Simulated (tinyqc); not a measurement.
The phase diagram: regular and subregular solution with a miscibility gap. Computed by tinyqc, a small Python program. Command: `OMP_NUM_THREADS=1 python tinyqc.py 3020611 3020612 out.jsonl regsol walk`. One thread of a shared host (Intel(R) Xeon(R) Processor @ 2.30GHz), about 0.02 s of CPU time with the checks.

Per mole of mixing sites: G(x) = x (1 - x) [L0 + L1 (1 - 2x)] + R T [x ln x + (1 - x) ln(1 - x)], x the fraction of B.

Inputs (values chosen for the exercise, for a model alloy): interaction L0 = 29.1 kJ/mol; size misfit eta = d ln a/dx = 0.018; asymmetry L1 = 4.9 kJ/mol.

Source of L0: given.

Constants: R = 8.314462618 J/(mol K).

Method:
- L0 and eta are given.
- The spinodal is G'' = 0, R T_s(x) = x (1 - x) [2 L0 + 6 L1 (1 - 2x)]; the critical point is its maximum.
- G' = L0 (1 - 2x) + L1 (1 - 6x + 6x^2) + R T ln[x/(1 - x)]; G'' = -2 L0 - 6 L1 (1 - 2x) + R T/[x (1 - x)].
- Common tangent: F1 = G'(x1) - G'(x2) = 0 and F2 = [G - x G'](x1) - [G - x G'](x2) = 0. Newton step: J = [[G''(x1), -G''(x2)], [-x1 G''(x1), x2 G''(x2)]], J dx = -F; a step that would leave 0 < x < 1 is halved until it stays inside. The start is x1 = s0, x2 = 1 - s0.
- For this table each start is x_s1/6 and 1 - (1 - x_s2)/6. The dilute estimate of x1 is exp(-(L0 + L1)/(R T)).

critical temperature T_c = 1850.35 K

critical composition x_c = 0.391539

L0 = 29.1 kJ/mol

Binodal and spinodal:
```
T (K),binodal x1,spinodal x_s1,spinodal x_s2,binodal x2,dilute estimate of x1
740,0.0041359,0.080791,0.80997,0.97840,0.0039818
925,0.013318,0.10566,0.76412,0.94818,0.012024
1110,0.030616,0.13357,0.71673,0.90297,0.025122
1295,0.058753,0.16579,0.66627,0.84172,0.042522
1480,0.10234,0.20481,0.61006,0.76130,0.063101
1665,0.17297,0.25708,0.54152,0.65128,0.085776
1776,0.24632,0.30493,0.48428,0.55343,0.10001
```

What does the comparison show, and why?

The dilute estimate is 0.96 of x1 at the lowest T and 0.41 at the highest: it drops the pull of the other solutes and the impurity of the second phase. Near the top the binodal is 1.71 times as wide as the spinodal; the mean-field limit at T_c is sqrt(3) = 1.73. The gap is lopsided: at the lowest T, A dissolves 0.0041 of B and B dissolves 0.022 of A.

Extremes, crossings and ranges named in words are read from the listed rows.
